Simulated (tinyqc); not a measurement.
Inside a calculation. Model: Stoner model of a band magnet at zero temperature. Computed by tinyqc, a small Python program that keeps every step. Command: `OMP_NUM_THREADS=1 python tinyqc.py 3007199 3007200 out.jsonl stoner walk`. One thread of a shared host (Intel(R) Xeon(R) Processor @ 2.30GHz), about 0.01 s of CPU time with the checks. Intermediate numbers are printed to about 6 digits and carried at full precision; extremes and crossings named in words are read from the listed rows.

Five orbitals per spin share one band; u = (E - E_bottom)/W runs from 0 to 1, and the states per spin, atom and energy are g = 5 d(u)/W with d = (8/pi) sqrt(u (1 - u)). N(u) is the integral of d from 0. The moment m = n_up - n_down (electrons per atom) moves the fillings to n +/- m/10; the energy is E(m) = E_band(m) - I m^2/4.

Inputs (values chosen for the exercise, for a model d band):

| quantity | value | unit |
|---|---|---|
| band width W | 2.9 | eV |
| filling n per spin orbital | 0.6 | - |
| Stoner parameter I | 0.556 | eV |
| start moment m0 | 0.61 | mu_B |
| largest number of steps | 600 | - |

Density of states: semi-elliptic.

Constants: k_B = 8.617333262e-05 eV/K.

## The paramagnetic state

Solve N(u_F) = n; g_F = 5 d(u_F)/W; the Stoner product is I g_F.

u_F = 0.578868

g_F = 2.16776 1/eV

Stoner product I g_F = 1.20527

I g_F > 1: the paramagnet is unstable.

## Fixed-moment scan

For a moment m the Fermi levels of the two spins lie W [u(n + m/10) - u(n - m/10)] =: Delta apart; gbar = m/Delta is the mean density of states between them. A solution has I gbar = 1, is stable where gbar falls with m, or sits at saturation m_max = 10 min(n, 1 - n) if I gbar > 1 there. E_band(m) = 5 W [e(n + m/10) + e(n - m/10) - 2 e(n)], e = integral of u d(u) up to the Fermi level.

Against the moment:

| m (mu_B) | Delta (eV) | I gbar | E(m) - E(0) (meV) |
|---|---|---|---|
| 0.2 | 0.09228 | 1.20504 | -0.947 |
| 0.6 | 0.27726 | 1.20319 | -8.487 |
| 1.2 | 0.55749 | 1.19680 | -33.508 |
| 1.8 | 0.84416 | 1.18556 | -73.674 |
| 2.4 | 1.14212 | 1.16835 | -126.374 |
| 3.0 | 1.45977 | 1.14264 | -187.102 |
| 3.6 | 1.81829 | 1.10082 | -247.399 |
| 4.0 | 2.16320 | 1.02811 | -276.583 |

I gbar runs between 1.028 and 1.205; the energy falls with m where it exceeds 1 and rises where it is below. The lowest row is m = 4.00, below the paramagnet.

## Self-consistent moment

Split the bands by Delta = I m, find the common Fermi level that keeps 10 n electrons, and read m(out) = 5 [N(u + Delta/(2W)) - N(u - Delta/(2W))], N clipped to 0 and 1. Start from m0 (at most 0.9 m_max, m_max = 10 min(n, 1 - n)); stop when m changes by less than 1e-8; moments under 1e-5 count as 0.

Iteration:

| step | m in (mu_B) | Delta (eV) | m out (mu_B) |
|---|---|---|---|
| 1 | 0.61000 | 0.33916 | 0.73332 |
| 2 | 0.73332 | 0.40772 | 0.88054 |
| 3 | 0.88054 | 0.48958 | 1.05555 |
| 4 | 1.05555 | 0.58688 | 1.26230 |
| 5 | 1.26230 | 0.70184 | 1.50435 |
| ... | ... | ... | ... |
| 11 | 3.19374 | 1.77572 | 3.53474 |
| 12 | 3.53474 | 1.96531 | 3.80728 |
| 13 | 3.80728 | 2.11685 | 3.97326 |
| 14 | 3.97326 | 2.20913 | 4.00000 |
| 15 | 4.00000 | 2.22400 | 4.00000 |

moment m = 4 mu_B

last change of m = 4.44089e-16

The moment is saturated: one spin band is full or empty (a strong ferromagnet).

## Energy, splitting and spin polarisation

Exchange splitting = I m; P = (g_up - g_down)/(g_up + g_down) at the Fermi level, with d = 0 for a full or empty band. The Stoner temperature scale is I m/(4 k_B).

E(m) - E(0) = -276.583 meV

exchange splitting = 2.224 eV

spin polarisation P = -1

Stoner temperature scale = 6452.11 K

Minority electrons dominate at the Fermi level. Real Curie points lie far below such a temperature, since the moments disorder in direction long before they vanish.

Checks made by the program: N(u_F) against quadrature of d (relative difference below 1e-10).
